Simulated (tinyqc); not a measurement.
# From one set of inputs to another, one input at a time

Model: critical temperature from a phonon spectrum: McMillan, Allen-Dynes and the linearised Eliashberg equation. Computed by tinyqc, a small Python program. Command: `OMP_NUM_THREADS=1 python tinyqc.py 3019170 3019171 out.jsonl eliashberg ladder`. One thread of a shared host (Intel(R) Xeon(R) Processor @ 2.30GHz), about 0.04 s of CPU time with the checks.

alpha^2 F(omega) = sum_i (lambda_i omega_i/2) delta(omega - omega_i), so that lambda = 2 int alpha^2 F/omega d omega = sum_i lambda_i.

The inputs printed are set A. Inputs not listed in the table keep their values of set A, so the rows need not describe a real material.

Inputs (values chosen for the exercise, for a model metal): peak energy omega_1 = 15.1 meV; coupling lambda_1 = 0.583; Coulomb pseudopotential mu* = 0.1.

Peaks in alpha^2 F: one.

Constants: k_B = 8.617333262e-05 eV/K.

Method:
- omega_log = exp(sum lambda_i ln omega_i / lambda); omega_rms = sqrt(sum lambda_i omega_i^2 / lambda).
- McMillan form: k_B T_c = (omega_log/1.2) exp[-1.04 (1 + lambda)/(lambda - mu* (1 + 0.62 lambda))]. Allen-Dynes multiplies it by f1 f2: f1 = [1 + (lambda/L1)^(3/2)]^(1/3), L1 = 2.46 (1 + 3.8 mu*); f2 = 1 + (omega_rms/omega_log - 1) lambda^2/(lambda^2 + L2^2), L2 = 1.82 (1 + 6.3 mu*) omega_rms/omega_log.
- Linearised Eliashberg equation at omega_n = (2n + 1) pi k_B T, n = 0..N-1: lambda(j) = sum_i lambda_i omega_i^2/(omega_i^2 + (2 pi j k_B T)^2); K_mn = lambda(m - n) + lambda(m + n + 1) - 2 mu*(N) - delta_mn [2m + 1 + lambda(0) + 2 sum_(j=1..m) lambda(j)], with 1/mu*(N) = 1/mu* + ln(omega_rms/omega_N), omega_N = (2N + 1) pi k_B T. T_c is where the largest eigenvalue rho of K is zero.
- N is the smallest integer at or above 8 omega_max/(2 pi k_B T_AD), omega_max the highest peak and T_AD the Allen-Dynes value.
- T_c ~ M^(-a). All omega_i scale as M^(-1/2) at fixed lambda, but mu* = mu/(1 + mu ln(E_F/omega)) changes: d mu*/d ln omega = mu*^2. In the McMillan form a = (1/2) [1 - 1.04 (1 + lambda)(1 + 0.62 lambda) mu*^2/(lambda - mu* (1 + 0.62 lambda))^2].

Each row keeps all changes above it:
```
input moved                   from     to  T_c, Eliashberg (K)  omega_log (meV)  isotope exponent a
set A                            -      -                3.629             15.1             0.44387
coupling lambda_1            0.583  0.906               10.696             15.1             0.47247
peak energy omega_1 (meV)     15.1   47.7               33.787             47.7             0.47247
Coulomb pseudopotential mu*    0.1   0.15               23.870             47.7             0.42282
```

Which inputs carry the difference?

T_c, Eliashberg goes from 3.63 to 23.9, a factor 6.58 in all. The largest single move comes from peak energy omega_1 (a factor 3.16), and Coulomb pseudopotential mu* works against it (a factor 0.706). omega_log goes from 15.1 to 47.7, a factor 3.16 in all. The largest single move comes from peak energy omega_1 (a factor 3.16). Isotope exponent a goes from 0.444 to 0.423, a factor 0.953 in all. The largest single move comes from Coulomb pseudopotential mu* (a factor 0.895), and coupling lambda_1 works against it (a factor 1.06). The single moves hold for this order of the switches; the total does not depend on the order.

Extremes, crossings and ranges named in words are read from the listed rows.
